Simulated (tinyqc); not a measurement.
The mobility curve: inversion-layer mobility, back-scattering and ballistic limit of a field-effect transistor. Computed by tinyqc, a small Python program. Command: `OMP_NUM_THREADS=1 python tinyqc.py 3017620 3017621 out.jsonl mos walk`. One thread of a shared host (Intel(R) Xeon(R) Processor @ 2.30GHz), about 0.01 s of CPU time with the checks.

The charge at the top of the source barrier is fixed by the gate; series resistance and short-channel effects are left out. F_j are Fermi integrals normalised to exp(eta) in the classical limit.

Inputs (values chosen for the exercise, modelled on a strained silicon n-channel):
```
quantity,value,unit
weight w of the inversion charge,0.5,-
permittivity eps,11.7,-
"phonon mobility at 1 MV/cm and 300 K, mu_ph",570,cm^2/(V s)
"roughness mobility at 1 MV/cm, mu_sr",2100,cm^2/(V s)
"Coulomb mobility at N_inv = 1e12/cm^2, mu_C",750,cm^2/(V s)
electrical oxide thickness t_inv,1.4,nm
depletion charge N_dep,2.9e+12,1/cm^2
temperature T,300,K
```

Statistics at the top of the barrier: Fermi-Dirac.

Constants: eps_0 = 8.8541878128e-12 F/m; e = 1.602176634e-19 C.

Method. N_inv = 3.9 eps_0 (V_G - V_T)/(e t_inv); effective field E_eff = e (N_dep + w N_inv)/(eps eps_0). mu_phonon = mu_ph (E_eff/1 MV/cm)^(-0.3) (T/300 K)^(-1.75); mu_rough = mu_sr (E_eff/1 MV/cm)^(-2); mu_Coulomb = mu_C (N_inv/1e12 cm^-2) (T/300 K); Matthiessen's rule adds 1/mu.

Mobilities (cm^2/(V s)):
```
V_G - V_T (V),N_inv (1/cm^2),E_eff (MV/cm),phonon,roughness,Coulomb,total
0.03,4.6184e+11,0.4842,708.53,8956.2,346,226.76
0.06,9.2369e+11,0.5199,693.57,7768.1,693,331.78
0.12,1.8474e+12,0.5914,667.29,6004.9,1386,418.96
0.20,3.0790e+12,0.6866,638.06,4454.5,2309,449.48
0.35,5.3882e+12,0.8652,595.31,2805.5,4041,437.89
0.50,7.6974e+12,1.0437,562.72,1927.6,5773,405.01
0.75,1.1546e+13,1.3414,521.93,1167.1,8660,346.23
1.00,1.5395e+13,1.6390,491.48,781.7,11546,294.08
1.50,2.3092e+13,2.2342,447.85,420.7,17319,214.24
```

The lowest part is Coulomb from 0.0300 to 0.0600, phonon from 0.120 to 1.00, roughness at 1.50 V. The total peaks at 449 near E_eff = 0.69 MV/cm: screening lifts it at low density and the field presses it down at high density.

Extremes, crossings and ranges named in words are read from the listed rows.
